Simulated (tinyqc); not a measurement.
## Energy and delay of logic against supply voltage: optimum supplies against the temperature

One expression serves below and above threshold: I(Vg) = Ik [ln(1 + exp((Vg - VT + dd V)/(al nf Vt)))]^al, with I_on = I(V) and I_off = I(0). Gate delay td = kd C V/I_on, clock period LD td. Per gate and cycle the switching energy is act C V^2 and the leakage energy I_off V LD td. No short-circuit current, no variation. Minima are sought above 0.09 V; below a few Vt gates no longer switch and the model has no meaning.

V_min minimises the energy and V_EDP the product of energy and td. VT, Ik and nf are held fixed.

Parameters, values chosen for the exercise; values of the order met in logic technologies:
- VT = 0.23 V (threshold voltage at zero drain bias)
- nf = 1.06 (slope factor)
- dd = 0.05 (barrier lowering per volt of supply)
- Ik = 0.52 uA (specific current of a gate)
- al = 1.4 (exponent of the current law)
- C = 2.9 fF (load capacitance of a gate)
- kd = 1.2 (delay factor)
- LD = 20 (logic depth)
- act = 0.3 (activity factor)

Constants: q = 1.602176634e-19 C, kB = 1.380649e-23 J/K, Vt = kB T/q. Results are converted to the units shown.

Optimum supplies against the temperature:

| T (K) | V_min (V) | energy at V_min (aJ) | leakage share (%) | clock at V_min (MHz) | V_EDP (V) | clock at V_EDP (GHz) |
|---|---|---|---|---|---|---|
| 220 | 0.09380 | 13.44 | 43.05 | 0.1139 | 0.4104 | 0.2855 |
| 250 | 0.1065 | 17.44 | 43.45 | 0.3895 | 0.4101 | 0.2384 |
| 280 | 0.1190 | 22.05 | 44.18 | 0.9945 | 0.4097 | 0.2031 |
| 310 | 0.1312 | 27.38 | 45.31 | 2.052 | 0.4093 | 0.1760 |
| 340 | 0.1431 | 33.54 | 46.87 | 3.608 | 0.4094 | 0.1549 |
| 370 | 0.1546 | 40.66 | 48.83 | 5.605 | 0.4103 | 0.1384 |
| 400 | 0.1657 | 48.87 | 51.15 | 7.907 | 0.4125 | 0.1257 |

As T goes from 220 to 400, V_min rises from 0.0938 to 0.166 V, the energy there rises from 13.4 to 48.9 aJ, the clock there rises from 0.114 to 7.91 MHz and V_EDP goes from 0.410 through a minimum of 0.409 (at T = 310 among the rows listed) to 0.413 V.

Program tinyqc, `OMP_NUM_THREADS=1 python tinyqc.py 2082173 2082174 out.jsonl`; Intel Xeon 2.30GHz, shared host, one thread, about 0.01 s.
